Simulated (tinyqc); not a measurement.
Punch-through p+-n junction, ionisation integral and breakdown: one step of the calculation.

A p+ layer at x < 0 and an n drift layer from x = 0 to L on an n+ substrate. Depletion approximation, built-in voltage neglected. Local ionisation coefficients alpha_n = an exp(-(bn/E)^mx), alpha_p = ap exp(-(bp/E)^mx). Electrons move towards +x, holes towards x = 0.

Question. Ionisation integrals by the trapezoid rule. G(x) = integral from 0 to x of (alpha_n - alpha_p); I_n = integral of alpha_n exp(-G) (electrons injected at x = 0), I_p = integral of alpha_p exp(G(end) - G) (holes injected at the far edge); M = 1/(1 - I). All integrals by the trapezoid rule on the grid.

| point | x (um) | alpha_n (1/cm) | alpha_p (1/cm) |
|---|---|---|---|
| 0 | 0.0000000 | 26.649098 | 6922.7685 |
| 1 | 0.6400000 | 8.6120158 | 3459.9837 |
| 2 | 1.2800000 | 2.3487873 | 1558.2173 |
| 3 | 1.9200000 | 0.51874113 | 616.48379 |
| 4 | 2.5600000 | 0.087726891 | 207.03297 |
| 5 | 3.2000000 | 0.010511801 | 56.270733 |
| 6 | 3.8400000 | 7.9872189e-4 | 11.562830 |
| 7 | 4.4800000 | 3.2652833e-5 | 1.6239250 |
| 8 | 5.1200000 | 5.5701244e-7 | 0.13335578 |
| 9 | 5.7600000 | 2.6177463e-9 | 0.0049625029 |
| 10 | 6.4000000 | 1.6373375e-12 | 5.3534350e-5 |

Find: G; alpha_n exp(-G); I_n; I_p; M_n; M_p.

Answer.

| point | G | alpha_n exp(-G) (1/cm) |
|---|---|---|
| 0 | 0.0000 | 26.65 |
| 1 | -0.3311 | 11.99 |
| 2 | -0.4914 | 3.84 |
| 3 | -0.5609 | 0.91 |
| 4 | -0.5872 | 0.16 |
| 5 | -0.5956 | 0.02 |
| 6 | -0.5978 | 0.00 |
| 7 | -0.5982 | 0.00 |
| 8 | -0.5983 | 0.00 |
| 9 | -0.5983 | 0.00 |
| 10 | -0.5983 | 0.00 |

I_n = 0.001936
I_p = 0.4365
M_n = 1.002
M_p = 1.775

Program tinyqc, `OMP_NUM_THREADS=1 python tinyqc.py 2120145 2120146 out.jsonl`; Intel Xeon 2.30GHz, shared host, one thread, about 0.1 s.
